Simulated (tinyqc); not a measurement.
From electron temperature T_e back to power supplied per electron P: decay of LO phonons and the hot-phonon bottleneck in the cooling of electrons. Computed by tinyqc, a small Python program. Command: `OMP_NUM_THREADS=1 python tinyqc.py 3007074 3007075 out.jsonl hotphonon inv`. One thread of a shared host (Intel(R) Xeon(R) Processor @ 2.30GHz), about 0.03 s of CPU time with the checks.

n(E, T) = 1/(exp(E/(k_B T)) - 1) is the Bose occupation. Electrons have a temperature T_e; the LO modes within their reach share one occupation N; the decay products stay at the lattice temperature.

Inputs (values chosen for the exercise, modelled on gallium arsenide):
```
quantity                                             value    unit
LO energy hbar omega                                  36.1     meV
lifetime at T = 0, tau_0                                12      ps
share f of the energy in the softer product           0.45       -
lattice temperature T                                  500       K
electron mass m*                                     0.066     m_0
eps_inf                                               10.7       -
static dielectric constant eps_s                      12.9       -
electron density n                                 1.4e+17  1/cm^3
density of LO modes that the electrons reach, N_m  3.4e+18  1/cm^3
```

Decay channel: two unequal phonons (Ridley).

Constants: k_B = 8.617333262e-05 eV/K; c = 299792458 m/s; e^2/(4 pi eps_0) = 14.39964548 eV angstrom; hbar^2/(2 m_0) = 3.80998212 eV angstrom^2; hbar = 6.582119569e-16 eV s; e = 1.602176634e-19 C.

Method:
- Decay rate 1/tau = (1/tau_0) [1 + n(f hbar omega) + n((1 - f) hbar omega)].
- Full width Gamma = 1/(2 pi c tau) in 1/cm, c in cm/s.
- Froehlich coupling alpha = (e^2/(4 pi eps_0)) (1/eps_inf - 1/eps_s) k_0/(2 hbar omega), k_0 = sqrt(m* hbar omega/(hbar^2/(2 m_0))); emission time tau_sp = hbar/(2 alpha hbar omega); bottleneck ratio r = (n/N_m) tau/tau_sp.
- Net emission per electron: [(N + 1) x - N]/tau_sp with x = exp(-hbar omega/(k_B T_e)), a simple two-level balance; steady state of the modes: n [(N + 1) x - N]/tau_sp = N_m (N - N_0)/tau; power per electron P = hbar omega [(N + 1) x - N]/tau_sp.
- With p = P tau_sp/(hbar omega): N = N_0 + r p and x = (p + N)/(N + 1); without hot phonons N = N_0. The mode temperature T_LO solves n(hbar omega, T_LO) = N.

Problem. A run gave the result below. Find the power supplied per electron P, known to lie between 2.8 and 5.5 nW.

electron temperature T_e = 593.9554 K

Solution.

Each step takes the trial c = (a f_b - b f_a)/(f_b - f_a), f being the result less the target and a, b, c the logarithms of the listed values; c replaces end b, the old b replaces a if the sign of f changed, and otherwise f_a is halved.

Scan of the range:
```
power supplied per electron P (nW)  electron temperature T_e (K)
2.80                                                     568.510
3.13                                                     577.060
3.51                                                     587.041
3.92                                                     597.976
4.39                                                     610.731
4.91                                                     625.125
5.50                                                     641.829
```

False position (Illinois rule, in the logarithm of the input) inside the bracket:
```
step    end a    end b    trial  electron temperature T_e (K)
1     3.51000  3.92000  3.76395                       593.794
2     3.92000  3.76395  3.76987                       593.952
3     3.92000  3.76987  3.77013                       593.959
4     3.76987  3.77013  3.77000                       593.955
```

Electron temperature T_e rises at every point of a 13-point scan of the range (every second point is shown), so one value fits; it is bracketed by 3.51 and 3.92. Answer: power supplied per electron P = 3.770 nW.
